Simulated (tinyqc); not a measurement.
## Thickness from two neighbouring fringes

Inverse problem. At normal incidence a transparent film with an index between those of air and substrate, taken as constant, has reflectance minima at 2 n1 d = (m + 1/2) lam (small phase shifts at the substrate neglected). Find d and the order m of the shorter wavelength.

Inputs (values chosen for the exercise):
```
symbol,value,unit,meaning
n1,1.647,,index of the transparent film
```

wavelengths of two neighbouring reflectance minima (nm): [536, 599.05882]

Answer. Neighbouring orders differ by one: 2 n1 d (1/lam1 - 1/lam2) = 1.

d = 1.55e3 nm
m = 9

Computed by the program tinyqc: `OMP_NUM_THREADS=1 python tinyqc.py 2870159 2870160 out.jsonl`, one thread of a shared Intel Xeon 2.30GHz, about 0.01 s for the whole run.
